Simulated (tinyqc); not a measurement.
Pariser-Parr-Pople SCF with singles CI, for the molecule C=CC=C(O)N=C (SMILES; centres numbered as the heavy atoms are written), step by step. One step of it, computed by the program tinyqc.

Problem. PPP integrals. Ohno: gamma = 14.399645/sqrt(R^2 + a^2), a = 2 x 14.399645/(gamma_rr + gamma_ss); H_rr = -W_r - sum_(s != r) z_s gamma_rs; H_rs = beta for bonds.

Centres (angstrom, eV; a flat drawing with bonds scaled to 1.40 angstrom):
```
centre          x          y  core charge z          W   gamma_rr
1C      -3.161000  -0.301000              1  10.260000  10.340000
2C      -1.887000   0.280000              1  10.260000  10.340000
3C      -0.747000  -0.532000              1  10.260000  10.340000
4C       0.527000   0.050000              1  10.260000  10.340000
5O       0.660000   1.444000              2  34.330000  24.460000
6N       1.667000  -0.762000              1  13.330000  11.770000
7C       2.941000  -0.180000              1  10.260000  10.340000
```

Resonance integrals (eV):
```
i  j       beta
1  2  -2.390000
2  3  -2.390000
3  4  -2.390000
4  5  -2.390000
4  6  -2.510000
6  7  -2.510000
```

Give: repulsion gamma_rs; core matrix H.

Solution.

repulsion gamma_rs (eV), lower triangle:
```
         1C       2C       3C       4C       5O       6N       7C
1C  10.3400
2C   7.2915  10.3400
3C   5.1493   7.2931  10.3400
4C   3.6383   5.1494   7.2904  10.3400
5O   3.3633   4.9312   5.6182   8.8527  24.4600
6N   2.8674   3.6678   5.2312   7.5314   5.6426  11.7700
7C   2.3002   2.8538   3.6382   5.1494   4.9317   7.5284  10.3400
```

core matrix H (eV), lower triangle:
```
          1C        2C        3C        4C        5O        6N        7C
1C  -38.2335
2C   -2.3900  -46.3780
3C    0.0000   -2.3900  -50.0988
4C    0.0000    0.0000   -2.3900  -56.7243
5O    0.0000    0.0000    0.0000   -2.3900  -67.6698
6N    0.0000    0.0000    0.0000   -2.5100    0.0000  -51.4415
7C    0.0000    0.0000    0.0000    0.0000    0.0000   -2.5100  -41.5936
```
